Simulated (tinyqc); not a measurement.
Long-channel MOSFET, surface-potential model: effect of the temperature.

n-channel transistor on a uniformly doped p-type body, gradual-channel approximation, constant mobility, Boltzmann statistics, full ionisation. Potentials are counted from the neutral body; V is the electron quasi-Fermi potential, Vsb at the source and Vsb + Vds at the drain. Charges are magnitudes per area.

Nc and Nv are given at 293 K and scale as (T/293 K)^1.5; Eg, Vfb and mu are held fixed. ni = sqrt(Nc Nv) exp(-Eg/(2 Vt)), Eg in volts; phiF = Vt ln(Na/ni); Cox = eps0 eox/tox; gamma = sqrt(2 q eps0 eps_r Na)/Cox. The surface potential psi at channel potential V solves Vgs + Vsb - Vfb - psi = gamma sqrt(G), G = psi - Vt + Vt exp((psi - 2 phiF - V)/Vt). Charge sheet: Qi = Cox gamma [sqrt(G) - sqrt(psi - Vt)]; I = mu (W/L) [integral of Qi dpsi from psi_0 to psi_L (drift) + Vt (Qi0 - QiL) (diffusion)], with psi_0 at V = Vsb and psi_L at V = Vsb + Vds. VT = Vfb + 2 phiF + gamma sqrt(2 phiF + Vsb), m = 1 + gamma/(2 sqrt(2 phiF + Vsb)). The swing is 20 mV/log10[I(VT - 0.14 V)/I(VT - 0.16 V)] of the charge-sheet current at the given Vds.

Parameters, values chosen for the exercise; material values those of a made-up semiconductor:
```
symbol    value        unit                                                         meaning
Eg         1.04          eV                                                        band gap
eps_r        15                                  relative permittivity of the semiconductor
Nc      2.52e19       cm^-3  conduction-band density of states at the reference temperature
Nv      2.03e19       cm^-3     valence-band density of states at the reference temperature
Na       3.1e17       cm^-3                                    acceptor density of the body
eox        24.7                                 relative permittivity of the gate insulator
tox         120          nm                                             insulator thickness
Vfb        -0.7           V                                               flat-band voltage
mu          520  cm^2/(V s)                                                channel mobility
W             5          um                                                      gate width
L           0.5          um                                                     gate length
Vsb           2           V                                        source-body reverse bias
Vgs        4.19           V                                             gate-source voltage
Vds         0.1           V                                            drain-source voltage
```

Constants: q = 1.602176634e-19 C, kB = 1.380649e-23 J/K, Vt = kB T/q, eps0 = 8.8541878128e-14 F/cm where lengths are in cm. Results are converted to the units shown.

The same in every row: gamma (V^0.5) = 1.993.

Effect of the temperature:
```
T (K),VT (V),m,swing (mV/decade),"I at Vgs, Vds (uA)"
220,3.584,1.586,70.08,40.39
250,3.539,1.589,79.96,43.47
280,3.493,1.592,89.99,46.69
310,3.445,1.595,100.2,50.04
340,3.396,1.598,110.5,53.49
370,3.346,1.602,121.1,57.05
400,3.294,1.605,131.8,60.70
430,3.242,1.609,142.7,64.43
```

As T goes from 220 to 430 K, VT falls from 3.58 to 3.24 V, the swing rises from 70.1 to 143 mV a decade and the current rises from 40.4 to 64.4 uA. The swing is 1.2 % above m Vt ln 10 in the first row and 4.0 % above it in the last. For T = 220 to 370 K the surface electron density at the source passes 0.3 Nc, where degeneracy and quantisation, left out here, matter. In every row the mobility is held fixed, though a real channel mobility changes with T and would alter the trend of the current.

Computed by the program tinyqc: `OMP_NUM_THREADS=1 python tinyqc.py 2360026 2360027 out.jsonl`, one thread of a shared Intel Xeon 2.30GHz, about 0.04 s for the whole run.
